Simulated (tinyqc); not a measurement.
Surface segregation during layer-by-layer epitaxy: two-layer exchange kinetics and the shape of quantum wells and delta layers: one step, computed by the program tinyqc. Command: `OMP_NUM_THREADS=1 python tinyqc.py 3026554 3026555 out.jsonl mbeseg walk`. One thread of a shared host (Intel(R) Xeon(R) Processor @ 2.30GHz), about 0.01 s of CPU time with the checks.

Atoms A and B exchange only between the growing layer and the one below it. B is supplied for N layers, then pure A follows.

Question. The second layer. Each layer is deposited complete with B share x_dep and then exchanges for the time tau = 1/G with the layer below, whose share is b (total c = s + b fixed): ds/dt = p1 b (1 - s) - p2 s (1 - b), s(0) = x_dep. With the roots s1 < s2 of the right side, (s - s1)/(s - s2) = [(s(0) - s1)/(s(0) - s2)] exp(-(p1 - p2)(s2 - s1) tau). The lower layer is then buried with c - s, and s becomes the b of the next layer. Layer 1 is deposited on pure A with share x0; with nothing to lift from below, take b = 0 and s(0) = x0 for it. Then layer 2 has x_dep = x0.

Inputs (values chosen for the exercise, close to those used for germanium in silicon):

| quantity | value | unit |
|---|---|---|
| growth rate G | 0.46 | layers/s |
| share x0 of B in the flux during the well | 0.18 | - |
| layers in the well N | 10 | - |
| temperature T | 350 | C |

p1 = 0.03116981 1/s

p2 = 3.570376e-04 1/s

Give: share in layer 1 after its exchange; root s1 for layer 2; root s2 for layer 2; share in layer 2 after its exchange; share buried in layer 1.

Answer.

share in layer 1 after its exchange = 0.1799

root s1 for layer 2 = 0.3536

root s2 for layer 2 = 1.029

share in layer 2 after its exchange = 0.1896

share buried in layer 1 = 0.1703
